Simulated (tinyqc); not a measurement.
Mass from the capacitance plateau.

Problem. Once one two-dimensional band is degenerate, Cq = q gv md m0 q/(pi hbar^2) and 1/C_G = 1/Cox + 1/Cq (no traps). Find Cq, md and the oxide-equivalent thickness 3.9 eps0/Cq that it adds.

Values chosen for this exercise:
- gv = 1 (valley degeneracy)

Constants: q = 1.602176634e-19 C, hbar = 1.054571817e-34 J s, m0 = 9.1093837015e-31 kg, eps0 = 8.8541878128e-14 F/cm where lengths are in cm. Results are converted to the units shown.

C_G on the plateau = 1.0106613 uF/cm^2
Cox = 1.8224870 uF/cm^2

Answer. Removing Cox from the series leaves Cq, which is proportional to gv md.

Cq = 2.27 uF/cm^2
md = 0.0339 m0
added thickness = 1.52 nm

Program tinyqc, `OMP_NUM_THREADS=1 python tinyqc.py 2200033 2200034 out.jsonl`; Intel Xeon 2.30GHz, shared host, one thread, about 0.01 s.
